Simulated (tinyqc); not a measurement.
Worked calculation: short-period [001] superlattice in sp3s* tight binding. Values are carried at full precision from step to step, so a last printed digit may differ when a step is redone from the rounded ones.

sp3s* tight binding, nearest neighbours only: anion (a) at 0, cation (c) at a/4 (1,1,1), orbitals s, px, py, pz, s* on each; k in units of 2 pi/a. With phases e_j = exp(i (pi/2) k.n_j) for n = (1,1,1), (1,-1,-1), (-1,1,-1), (-1,-1,1): g0 = (e1+e2+e3+e4)/4, g1 = (e1+e2-e3-e4)/4, g2 = (e1-e2+e3-e4)/4, g3 = (e1-e2-e3+e4)/4. The diagonal holds the levels Esa, Epa, Exa (s*) and Esc, Epc, Exc. Anion-cation block: <sa|sc> = Vss g0; <sa|xc> = Vsapc g1; <xa|sc> = -Vscpa g1; <xa|xc> = Vxx g0; <xa|yc> = <ya|xc> = Vxy g3, <xa|zc> = <za|xc> = Vxy g2, <ya|zc> = <za|yc> = Vxy g1; <s*a|xc> = Vxapc g1; <xa|s*c> = -Vpaxc g1; y and z take g2 and g3 in place of g1; s-s* and s*-s* vanish.

Parameters, chosen for this exercise (A near a published set for GaAs, B for AlAs; shifted at random, so the results belong to these values and not to a real crystal): pA = (-8.325, 1.038, -2.662, 3.661, 8.612, 6.753, -6.466, 1.956, 5.071, 4.482, 5.783, 4.846, 4.817) eV (order Esa, Epa, Esc, Epc, Exa, Exc, Vss, Vxx, Vxy, Vsapc, Vscpa, Vxapc, Vpaxc); pB = (-7.515, 0.98, -1.162, 3.595, 7.466, 6.711, -6.664, 1.874, 4.303, 5.126, 5.512, 4.524, 5.006) eV (the same for B); dEv = 0.46 eV (valence offset: Ev(B) lies this far below Ev(A)); n = 2 (monolayers of A); m = 1 (monolayers of B).

## Band line-up of the two bulk crystals

Edges on the common scale: Ev, the conduction level at Gamma, the minimum on (kx,0,0) for kx from 0.5 to 1, and the level at X.

Edges (eV):
```
crystal       Ev   Gamma  Delta minimum       X
A         0.0000  1.5708         2.0373  2.0373
B        -0.4600  2.5814         1.8074  1.8426
```

For Gamma electrons A is the well, 1.011 eV deep; for X electrons B is, 0.195 eV deep; holes sit in A.

## Shifted levels

Planes alternate anion, cation along [001], a/4 apart; at zero in-plane momentum s, pz, s* form one block. All levels of A are shifted so that its Ev (lower root of [[Epa, Vxx], [Vxx, Epc]]) is 0, and those of B so that its Ev is -dEv. A monolayer is an anion plane and the cation plane above it; an anion between unlike cations takes the mean of the two anion levels; each bond takes the couplings of its cation. Block from an anion to the cation above: U with Vss/2 (s,s), Vsapc/2 (s,z), -Vscpa/2 (z,s), Vxx/2 (z,z), Vxapc/2 (s*,z), -Vpaxc/2 (z,s*); to the cation below: the same with the s-z and s*-z signs reversed. The cell of n + m monolayers is closed with the phase exp(2 pi i q). No spin-orbit coupling. In this block 2 (n + m) levels are filled.

Parameters in the order Esa, Epa, Esc, Epc, Exa, Exc, Vss, Vxx, Vxy, Vsapc, Vscpa, Vxapc, Vpaxc. Find Ev of each set and shift the levels.

Ev before the shift (eV): A -0.0055, B 0.0025

Levels (eV):
```
plane                  s       p      s*
anion A          -8.3195  1.0435  8.6175
cation A         -2.6565  3.6665  6.7585
anion B          -7.9775  0.5175  7.0035
cation B         -1.6245  3.1325  6.2485
interface anion  -8.1485  0.7805  7.8105
```

## The matrix for n = 2, m = 1 at q = 0

Planes in the order a1, c1, a2, c2, ...; the A cations come first.

H (eV):
```
        sa1     za1     *a1     sc1     zc1     *c1     sa2     za2     *a2     sc2     zc2     *c2
sa1  -8.148       0       0  -3.233   2.241       0       0       0       0       0       0       0
za1       0   0.781       0  -2.892   0.978  -2.409       0       0       0       0       0       0
*a1       0       0   7.811       0   2.423       0       0       0       0       0       0       0
sc1  -3.233  -2.892       0  -2.657       0       0  -3.233   2.892       0       0       0       0
zc1   2.241   0.978   2.423       0   3.666       0  -2.241   0.978  -2.423       0       0       0
*c1       0  -2.409       0       0       0   6.758       0   2.409       0       0       0       0
sa2       0       0       0  -3.233  -2.241       0  -8.320       0       0  -3.233   2.241       0
za2       0       0       0   2.892   0.978   2.409       0   1.043       0  -2.892   0.978  -2.409
*a2       0       0       0       0  -2.423       0       0       0   8.617       0   2.423       0
sc2       0       0       0       0       0       0  -3.233  -2.892       0  -2.657       0       0
zc2       0       0       0       0       0       0   2.241   0.978   2.423       0   3.666       0
*c2       0       0       0       0       0       0       0  -2.409       0       0       0   6.758
sa3       0       0       0       0       0       0       0       0       0  -3.233  -2.241       0
za3       0       0       0       0       0       0       0       0       0   2.892   0.978   2.409
*a3       0       0       0       0       0       0       0       0       0       0  -2.423       0
sc3  -3.332   2.756       0       0       0       0       0       0       0       0       0       0
zc3  -2.563   0.937  -2.262       0       0       0       0       0       0       0       0       0
*c3       0   2.503       0       0       0       0       0       0       0       0       0       0

        sa3     za3     *a3     sc3     zc3     *c3
sa1       0       0       0  -3.332  -2.563       0
za1       0       0       0   2.756   0.937   2.503
*a1       0       0       0       0  -2.262       0
sc1       0       0       0       0       0       0
zc1       0       0       0       0       0       0
*c1       0       0       0       0       0       0
sa2       0       0       0       0       0       0
za2       0       0       0       0       0       0
*a2       0       0       0       0       0       0
sc2  -3.233   2.892       0       0       0       0
zc2  -2.241   0.978  -2.423       0       0       0
*c2       0   2.409       0       0       0       0
sa3  -8.148       0       0  -3.332   2.563       0
za3       0   0.781       0  -2.756   0.937  -2.503
*a3       0       0   7.811       0   2.262       0
sc3  -3.332  -2.756       0  -1.624       0       0
zc3   2.563   0.937   2.262       0   3.133       0
*c3       0  -2.503       0       0       0   6.249
```

## Levels of the small cell

Diagonalise (s, pz, s* block of a cell with n = 2, m = 1; px and py are apart). The lowest 6 levels are filled. Give the share of the cation weight of the lowest empty level that lies on the A cations, c1 and c2.

levels (eV): -12.437  -11.067  -10.872  -5.809  -5.484  -0.151  1.827  2.212  2.227  2.726  2.813  4.513  6.588  8.053  9.316  9.470  10.494  11.103

share on A cations = 0.835

The lowest empty level is number 7, at 1.827 eV.

## Checks

- Cell of two equal monolayers against the bulk levels at Gamma and X: they agree to 1e-10 or better.

(tinyqc, `OMP_NUM_THREADS=1 python tinyqc.py 1480363 1480364 out.jsonl`, Intel(R) Xeon(R) Processor @ 2.30GHz, 1 thread, shared host, about 0.6 s.)
